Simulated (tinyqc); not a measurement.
Inside a calculation. Model: a particle near a wafer in liquid: double-layer and van der Waals forces (DLVO), deposition barrier and removal. Computed by tinyqc, a small Python program that keeps every step. Command: `OMP_NUM_THREADS=1 python tinyqc.py 3113787 3113788 out.jsonl dlvo walk`. One thread of a shared host (Intel(R) Xeon(R) Processor @ 2.30GHz), about 0.01 s of CPU time with the checks. Intermediate numbers are printed to about 6 digits and carried at full precision; extremes and crossings named in words are read from the listed rows.

Sphere and flat wall, Derjaguin approximation, constant potentials in the linear-superposition form, no retardation and no hydration force.

Inputs (values chosen for the exercise, of the order of those for alumina on silica in water):
```
quantity                             value   unit
particle radius R                       13     nm
Hamaker constant A                 1.1e-20      J
potential of the particle psi_1        -19     mV
potential of the wafer psi_2           -14     mV
salt concentration c                 0.045  mol/L
valence z of the symmetric salt          2      -
temperature T                          293      K
dielectric constant of the liquid     80.2      -
gap h                                  1.9     nm
contact distance h0                    0.4     nm
contact radius over R                 0.16      -
viscosity                             0.92  mPa s
```

Constants: e = 1.602176634e-19 C; N_A = 6.02214076e+23 1/mol; eps_0 = 8.8541878128e-12 F/m; k_B = 1.380649e-23 J/K; k_B = 8.617333262e-05 eV/K.

## Screening

kappa^2 = 2 z^2 e^2 N_A (1000 c)/(eps eps_0 k_B T); gamma_i = tanh(z e psi_i/(4 k_B T)); Z = 64 pi eps eps_0 (k_B T/(z e))^2 gamma_1 gamma_2.

kappa = 1.39187 1/nm

Debye length = 0.718456 nm

gamma_1 = -0.359451

gamma_2 = -0.270350

Z = 2.21126 pN

kappa R = 18.0944

Like signs: the double layers repel.

## Energy and force at one gap

U(h) = Z R exp(-kappa h) - A R/(6 h); F(h) = -dU/dh = kappa Z R exp(-kappa h) - A R/(6 h^2), positive for repulsion.

double-layer energy = 0.504794 k_B T

van der Waals energy = -3.10085 k_B T

U(h) = -2.59605 k_B T

F(h) = -3.75976 pN

## The curve

The formulas are those given above.

Against the gap:
```
h (nm)  kappa h  U (k_B T)        F (pN)
0.4      0.5567   -10.6567  -1.26029e+02
0.6      0.8351    -6.7366  -4.88460e+01
1.0      1.3919    -4.1250  -1.38862e+01
1.5      2.0878    -3.0469  -5.63286e+00
2.5      3.4797    -2.1377  -2.58030e+00
4.0      5.5675    -1.4458  -1.33674e+00
7.0      9.7431    -0.8412  -4.84046e-01
12.0    16.7025    -0.4910  -1.65507e-01
20.0    27.8375    -0.2946  -5.95833e-02
40.0    55.6750    -0.1473  -1.48958e-02
```

Caution: in rows where h is not small against R, A R/(6 h) overstates the van der Waals term. Caution: in rows with kappa h below 1 linear superposition is only rough.

## Critical salt concentration

The barrier height is zero when U = 0 and F = 0 together: kappa h = 1 and kappa = 6 Z/(e A), e = 2.718282 here; c follows from kappa^2, with the potentials held fixed.

critical kappa = 0.443715 1/nm

critical concentration = 0.00457320 mol/L

## Adding salt

F = 0 reads x^2 exp(-x) = y with x = kappa h and y = A kappa/(6 Z); the left side peaks at x = 2 with 4/e^2 = 0.5413, so roots exist for smaller y: x < 2 is the barrier, x > 2 the secondary minimum. kappa scales as sqrt(c); potentials are held fixed. A dash marks rows without a maximum.

Against the concentration:
```
c (mol/L)  Debye length (nm)  barrier at (nm)  barrier (k_B T)  minimum at (nm)  minimum (k_B T)
4.57e-07             225.449          14.1063          6.25746      2.31367e+03     -2.29830e-03
4.57e-06              71.293           8.1399          5.61559      6.27724e+02     -8.31969e-03
4.57e-05              22.545           4.8101          4.51596      1.63915e+02     -3.09994e-02
2.29e-04              10.071           3.4253          3.33738      6.16405e+01     -7.99635e-02
9.15e-04               5.038           2.6617          1.97642      2.53882e+01     -1.86007e-01
2.29e-03               3.185           2.3500          0.89059      1.34733e+01     -3.33915e-01
4.12e-03               2.374           2.2566          0.13635      8.62256e+00     -4.95122e-01
6.86e-03               1.840           2.3202         -0.52541      5.48968e+00     -7.13479e-01
1.37e-02               1.302                -                -                -                -
```

At low salt the barrier tends to Z R = 7.11 k_B T; it is half of that between 4.6e-5 and 2.3e-4 mol/L and changes sign at 0.0046 mol/L, while the secondary minimum deepens to -0.50 k_B T at 0.9 of that.

## Removing an attached particle

Adhesion F_a = A R/(6 h0^2) [1 + a^2/(R h0)] - kappa Z R exp(-kappa h0), a the contact radius. Drag in a shear flow F_d = 1.7 x 6 pi mu R^2 G, acting at 1.4 R; rolling starts when 1.4 R F_d = a F_a. Wall shear stress = mu G.

van der Waals adhesion = 272.892 pN

net adhesion F_a = 249.962 pN

wall shear stress for rolling = 5275.09 Pa

shear rate G = 5.73379e+06 1/s

Checks made by the program: force against a difference of U (relative difference below 1e-10).
